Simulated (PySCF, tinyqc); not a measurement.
FCI on RHF in the 6-311g basis, for H2, spin multiplicity 1, step by step (part 2 of 2). The lowest restricted solution is unstable here: a spin-polarised one lies 0.0009 hartree lower (PySCF). Computed by tinyqc, a small Python program that keeps every step (integrals from PySCF). Command: `OMP_NUM_THREADS=1 python tinyqc.py 21421 21422 out.jsonl` (the two numbers bound the seeds that draw the settings). One thread of a shared host (Intel(R) Xeon(R) Processor @ 2.60GHz), about 0.1 s of CPU time with the checks.

Geometry (angstrom):
```
atom        x        y        z
H     0.00000  0.00000  0.00000
H     0.00000  0.00000  1.24200
```

## The lowest root by the Davidson method

Given earlier and not repeated: H - E(HF) between determinants.

Start from the reference; add the residual divided by (theta - H_ii), orthogonalised, at each step.

Davidson iterations:
```
iteration  subspace  lowest Ritz value (hartree)  residual norm
1                 1                            0       2.14e-01
2                 2                   -0.0410716       6.40e-02
3                 3                   -0.0428361       8.86e-03
4                 4                   -0.0428764       1.11e-03
5                 5                   -0.0428769       1.10e-04
6                 6                   -0.0428769       1.16e-05
7                 7                   -0.0428769       1.58e-06
8                 8                   -0.0428769       8.30e-08
```
